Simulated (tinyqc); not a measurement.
## Inverter chain driving a load

N inverters, each f = Hc^(1/N) times larger than the one before: delay tau N (f + pp). Switched capacitance in units of the first input, with output capacitance pp times the input: Hc + (1 + pp)(Hc - 1)/(f - 1).

Parameters, values chosen for the exercise:
- Hc = 300 (load over the input capacitance of the chain)
- pp = 1.5 (parasitic delay of an inverter)
- tau = 5.1 ps (delay unit)

Inverter chain driving a load:
```
N,f,delay (ps),switched capacitance
1,300.0,1538,302.5
2,17.32,192.0,345.8
3,6.694,125.4,431.3
4,4.162,115.5,536.4
5,3.129,118.0,651.1
6,2.587,125.1,770.9
7,2.259,134.2,893.8
8,2.040,144.4,1019
```

Read the table: what changes, and by how much?

The delay goes from 1540 through a minimum of 116 (at N = 4 among the rows listed) to 144 ps. The best stage effort solves pp + rho (1 - ln rho) = 0, rho = 3.97, which gives N = ln Hc/ln rho = 4.14. One stage fewer than the best costs 8.5 % in delay and saves 20 % of the switched capacitance.

Computed by the program tinyqc: `OMP_NUM_THREADS=1 python tinyqc.py 2082015 2082016 out.jsonl`, one thread of a shared Intel Xeon 2.30GHz, about 0.01 s for the whole run.
